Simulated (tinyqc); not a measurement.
Worked calculation: mobility of a non-polar semiconductor in the relaxation-time approximation. Computed by tinyqc, a small Python program that keeps every step. Command: `OMP_NUM_THREADS=1 python tinyqc.py 3009166 3009167 out.jsonl rta walk`. One thread of a shared host (Intel(R) Xeon(R) Processor @ 2.30GHz), about 0.01 s of CPU time with the checks. Intermediate numbers are printed to about 6 digits and carried at full precision; extremes and crossings named in words are read from the listed rows.

Each valley is treated as a sphere of mass m_d for states and rates, with one isotropic relaxation time; the conductivity mass m_c sets the current.

Inputs (values chosen for the exercise, modelled on holes in germanium):
```
quantity                                            value       unit
longitudinal mass m_l                               0.298        m_0
transverse mass m_t                                 0.298        m_0
equivalent valleys Z                                    1          -
non-parabolicity alpha                               0.29       1/eV
static permittivity eps_s                              16          -
density rho                                          5323     kg/m^3
sound velocity v_l                                   5310        m/s
acoustic deformation potential D_A                    5.2         eV
phonon energy hbar w                                 37.5        meV
optical or intervalley deformation potential D_o      7.9  1e8 eV/cm
final valleys Z_f                                       1          -
carrier density n                                 8.7e+14     1/cm^3
compensation ratio C                                    0          -
temperature T                                         100          K
alloy fraction x                                     0.43          -
alloy potential U                                     1.1         eV
lattice constant a                                   5.56   angstrom
```

Band: Kane. Impurity formula: Conwell-Weisskopf. Further scattering: alloy.

Constants: k_B = 8.617333262e-05 eV/K; m_0 = 9.1093837015e-31 kg; e = 1.602176634e-19 C; hbar = 1.054571817e-34 J s; eps_0 = 8.8541878128e-12 F/m; k_B = 1.380649e-23 J/K; hbar = 6.582119569e-16 eV s.

## Masses

m_d = (m_l m_t^2)^(1/3); 1/m_c = (1/m_l + 2/m_t)/3; Hall mass factor A = 3 K_m (K_m + 2)/(2 K_m + 1)^2, K_m = m_l/m_t; N_I = n (1 + C)/(1 - C).

density-of-states mass m_d = 0.298 m_0

conductivity mass m_c = 0.298 m_0

Hall mass factor A = 1

ionised impurity density N_I = 8.70e+14 1/cm^3

## Fermi level and screening

Kane band: hbar^2 k^2/(2 m) = E (1 + alpha E), speed v = hbar k/(m (1 + 2 alpha E)), states per spin, volume and energy g(E) = m k (1 + 2 alpha E)/(2 pi^2 hbar^2); overlap factors are set to 1. Here m = m_d. Masses are multiplied by m_0 and all formulas are in SI units. The reduced Fermi level eta = E_F/(k_B T) solves n = 2 Z int g f dE with f = 1/(1 + exp(x - eta)) (Z = 1 unless valleys are given); screening length L_s = sqrt(eps_s eps_0 k_B T/(e^2 dn/deta)), dn/deta = 2 Z int g f (1 - f) dE. Integrals over x = E/(k_B T) use 160 Gauss-Legendre points in u = sqrt(x) from 0 to sqrt(max(eta, 0) + 32).

reduced Fermi level eta = -6.81470

screening length L_s = 93.6030 nm

The gas is non-degenerate (eta < -2), and L_s is close to the Debye length.

## Rates at a few energies

Phonon occupation N_q = 1/(exp(hbar w/(k_B T)) - 1). Acoustic deformation potential (elastic, equipartition, absorption and emission together): 1/tau = 2 pi k_B T D_A^2 g(E)/(hbar rho v_l^2). Optical or intervalley deformation potential: 1/tau = (pi Z_f D_o^2/(rho w)) [N_q g(E + hbar w) + (N_q + 1) g(E - hbar w)], with g = 0 below the band edge. Each optical term is multiplied by (1 - f(E'))/(1 - f(E)), E' the final energy, for Pauli blocking. Singly charged impurities, momentum relaxation: 1/tau = N_I e^4 m (1 + 2 alpha E) Phi/(8 pi (eps_s eps_0)^2 hbar^3 k^3), with alpha = 0 for a parabolic band. Conwell-Weisskopf: Phi = ln(1 + y^2), y = 4 pi eps_s eps_0 E N_I^(-1/3)/e^2 (largest impact parameter N_I^(-1/3)/2). Alloy disorder: 1/tau = (2 pi/hbar) Omega x (1 - x) U^2 g(E), Omega = a^3/4 (other conventions for Omega rescale U).

Rates (1e12/s) at E = (max(eta, 0) + 0.5, 1, 2, 4) k_B T:
```
E (meV)  acoustic    optical  ionised impurity    alloy
4.3087   0.086629  0.0157953          0.138870   4.4383
8.6173   0.122895  0.0166357          0.069557   6.2962
17.2347  0.174881  0.0182295          0.031969   8.9597
34.4693  0.250387  0.0211552          0.013944  12.8280
```

## Mobility for each process alone

mu = (m_d/m_c) (2 Z e/(3 n k_B T)) int g v^2 tau f (1 - f) dE. Averages over x are split at the emission threshold x_0 = hbar w/(k_B T): 64 Gauss-Legendre points in sqrt(x) below it and 128 in sqrt(x - x_0) above it, up to x = max(eta, 0) + 32.

acoustic mobility = 35479.7 cm^2/(V s)

optical mobility = 284145 cm^2/(V s)

ionised impurity mobility = 250787 cm^2/(V s)

alloy mobility = 692.517 cm^2/(V s)

## All processes together

Rates are added at each energy before the average. With <y> = int g v^2 y f (1 - f) dE: Hall factor r_H = A (3 n k_B T/(2 Z m_d)) <tau^2/(1 + 2 alpha E)>/<tau>^2 (alpha = 0 for a parabolic band); Hall mobility r_H mu; |S| = (k_B/e) (<x tau>/<tau> - eta); resistivity 1/(n e mu).

drift mobility mu = 668.373 cm^2/(V s)

Hall factor r_H = 1.17001

Hall mobility = 782.005 cm^2/(V s)

Seebeck coefficient |S| = 758.979 microvolt/K

resistivity = 10.7338 ohm cm

Taking r_H = 1 in a Hall measurement would give a density 0.855 times the true one. Caution: n is taken as given; at low temperature (in diamond even at 300 K) real dopants can freeze out, which changes n and N_I.

## Matthiessen's rule against the full average

Matthiessen's rule adds 1/mu of the separate processes.

Separate mobilities:
```
process           mu (cm^2/(V s))  share of the sum of 1/mu (%)
acoustic              3.54797e+04                   1.90479e+00
optical               2.84145e+05                   2.37841e-01
ionised impurity      2.50787e+05                   2.69477e-01
alloy                 6.92517e+02                   9.75879e+01
```

mobility by Matthiessen's rule = 675.813 cm^2/(V s)

excess of Matthiessen's rule over the full mu = 1.11321 %

The rule gives 675.8 against the full 668.4, 1.1 % too high; it can only overestimate, since each separate average is carried by the energies where that process is weak. One process, alloy, holds 98 % of the resistance, so the error is small.

Checks made by the program: the sum rule (2 Z/(3 k_B T)) int g v^2 (1 + 2 alpha E) f (1 - f) dE = n/m_d (relative difference below 1e-10).
